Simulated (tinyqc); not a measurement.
Charge imbalance from the loss of breakdown voltage.

Inverse problem. In a superjunction of pillar doping N and length Lp an imbalance dl lowers BV by q |dl| N Lp^2/(4 eps0 eps_r), as long as the field reaches through the pillar. Find |dl| and the net dose error |dl| N wp.

Values chosen for this exercise:
```
symbol  value  unit                                     meaning
eps_r      12        relative permittivity of the semiconductor
wp          3    um                        width of each pillar
```

Constants: q = 1.602176634e-19 C, eps0 = 8.8541878128e-14 F/cm where lengths are in cm. Results are converted to the units shown.

BV balanced and BV measured (V): 660  540.61333
N = 6.6316192e15 cm^-3
Lp = 25.403412 um

Answer. The loss is linear in |dl|; its sign cannot be told from BV.

|dl| = 7.40 %
dose error = 1.47e11 cm^-2

tinyqc, about 0.01 s, one thread, Intel Xeon 2.30GHz (shared host): `OMP_NUM_THREADS=1 python tinyqc.py 2590031 2590032 out.jsonl`
